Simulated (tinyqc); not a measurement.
What moves the zone average: special k points of the hexagonal lattice.

Lattice vectors in units of a: a1 = (1, 0), a2 = (-1/2, sqrt(3)/2); reciprocal vectors b_i with a_i . b_j = 2 pi delta_ij. Mesh: k = sum_i f_i b_i with f_i = (2 j_i + shift)/(2 N), j_i = 0 .. N-1. The point group of the lattice has 12 operations; only those that map the mesh onto itself are used.

A_m(k) = sum over the m-th star of lattice vectors R of cos(k . R), stars in order of length: m = 1: |R|^2 = 1, 6 vectors, such as (1, 1) in the basis a_i; m = 2: |R|^2 = 3, 6 vectors, such as (2, 1) in the basis a_i; m = 3: |R|^2 = 4, 6 vectors, such as (2, 2) in the basis a_i; m = 4: |R|^2 = 7, 12 vectors, such as (3, 2) in the basis a_i; m = 5: |R|^2 = 9, 6 vectors, such as (3, 3) in the basis a_i; m = 6: |R|^2 = 12, 6 vectors, such as (4, 2) in the basis a_i. The zone mean of every A_m is zero.

Test function, the lower band of a two-band insulator: E(k) = -sqrt(D^2 + (e0 - t A_1(k))^2).

Inputs chosen for the exercise: D = 2.15 eV (half gap term); t = 0.42 eV (coupling); e0 = 1.03 eV (offset); N = 8 (points along each reciprocal vector); shift = 1 (half steps).

Mean of E over the mesh, and its error against the unshifted mesh with N = 96.

Results for these values:
```
case  mean (eV)  error (meV)  irreducible points
base    -2.5785         0.00                  20
```

What happens to each result for t = 0.546 eV, all else kept?

Answer: mean falls from -2.5785 to -2.7066; error does not change at the printed digits; irreducible points does not change at the printed digits.

The same for each parameter in turn:
```
case          mean (eV)  error (meV)  irreducible points
base            -2.5785         0.00                  20
N = 9           -2.5785         0.00                  25
shift = 0       -2.5785         0.00                  10
D = 1.505 eV    -2.0587        -0.01                  20
t = 0.546 eV    -2.7066         0.00                  20
```

(tinyqc, `OMP_NUM_THREADS=1 python tinyqc.py 1682358 1682359 out.jsonl`, Intel(R) Xeon(R) Processor @ 2.30GHz, 1 thread, shared host, about 0.09 s.)
